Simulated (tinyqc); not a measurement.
What moves the results: density of states of one tight-binding band of a chain. A value that a table varies takes the place of the one given here.

E(k) = -2 t cos(2 pi k) - 2 t2 cos(4 pi k); k in fractions of the reciprocal vectors, mesh k_i = j/N with j = 0 .. N-1. Densities are per cell and per spin, so the band holds one state.

Each interval of the mesh is a segment with E linear in k: n = (E - e1)/(e2 - e1), g = 1/(e2 - e1) between its end values.

Gaussian broadening: g(E) = mean over the mesh of exp(-(E - E_k)^2/(2 sigma^2))/(sigma sqrt(2 pi)), n(E) = mean of erfc((E_k - E)/(sigma sqrt 2))/2.

Values chosen for the exercise: t = 2.25 eV (nearest hopping); t2 = 0.38 eV (second hopping); N2 = 40 (mesh points along each axis in this comparison); sigma = 0.45 eV (Gaussian width); E = 1.7 eV (energy at which the density is wanted).

## Three ways to the same curve

N = N2 here; the reference is the linear method with N = 4000.

g(E) (1/eV):
```
E (eV),reference,linear segments,"Gaussian, sigma","Gaussian, sigma/4",reference n(E)
-4.441,0.097,0.086,0.108,0.176,0.151
-3.623,0.073,0.072,0.075,0.014,0.219
-2.805,0.065,0.065,0.065,0.001,0.275
-1.987,0.061,0.061,0.061,0.001,0.326
-1.168,0.061,0.061,0.061,0.001,0.376
-0.350,0.063,0.063,0.063,0.001,0.426
0.468,0.068,0.067,0.069,0.006,0.480
1.286,0.078,0.075,0.079,0.081,0.539
2.104,0.097,0.103,0.102,0.121,0.609
2.923,0.150,0.166,0.181,0.177,0.706
```

Root-mean-square errors against the reference: 0.0063 for linear segments, 0.0108 for sigma and 0.0549 for sigma/4. The narrow Gaussian is worse than the wide one, because it resolves the separate mesh levels. The reference is highest at 2.923 eV of the energies listed, and half filling lies between 0.468 and 1.286 eV.

## Convergence with the mesh

At the energy E; the plain count is the share of mesh points below E; the reference is the linear method with N = 4000.

Results:
```
N,points,g linear,n linear,g Gaussian,n Gaussian,n plain count
8,8,0.1032,0.5970,0.0260,0.6205,0.6250
16,16,0.0834,0.5784,0.0642,0.5736,0.5625
32,32,0.0920,0.5735,0.0885,0.5751,0.5938
64,64,0.0873,0.5730,0.0883,0.5751,0.5781
128,128,0.0851,0.5727,0.0883,0.5751,0.5703
256,256,0.0862,0.5726,0.0883,0.5751,0.5742
```

reference n and g: 0.5726  0.0857

The linear n(E) stays within 0.002 of the reference from N = 32 on. The Gaussian g stays within 1 % of its last value from N = 32 on; it tends to the broadened curve, not the true one. At the last mesh it lies +0.003 1/eV from the reference g and the linear g 0.000. The plain count errs by +0.0016 at the last mesh.

## What moves the count of states

Linear method and Gaussian sum with N = 400. Each row changes one parameter from the base and keeps the others.

Results:
```
case,n linear,g linear (1/eV),n Gaussian,g Gaussian (1/eV)
base,0.5726,0.0857,0.5751,0.0883
t = 2.475 eV,0.5649,0.0745,0.5666,0.0764
E = 1.925 eV,0.5925,0.0916,0.5958,0.0952
sigma = 0.9 eV,0.5726,0.0857,0.5860,0.1005
t2 = 0.492 eV,0.5550,0.0853,0.5580,0.0881
```

The largest shifts from the base row, up to three for each result and ties (the steps differ in size, so this ranks the rows, not the parameters). n linear: E +0.0199, t2 -0.0176, t -0.0077; unchanged at the printed digits by sigma. g linear (1/eV): t -0.0112, E +0.0059, t2 -0.0004; unchanged at the printed digits by sigma. n Gaussian: E +0.0206, t2 -0.0171, sigma +0.0109. g Gaussian (1/eV): sigma +0.0122, t -0.0119, E +0.0070.

tinyqc: `OMP_NUM_THREADS=1 python tinyqc.py 1680618 1680619 out.jsonl`; about 0.01 s, one thread, shared Intel(R) Xeon(R) Processor @ 2.30GHz.
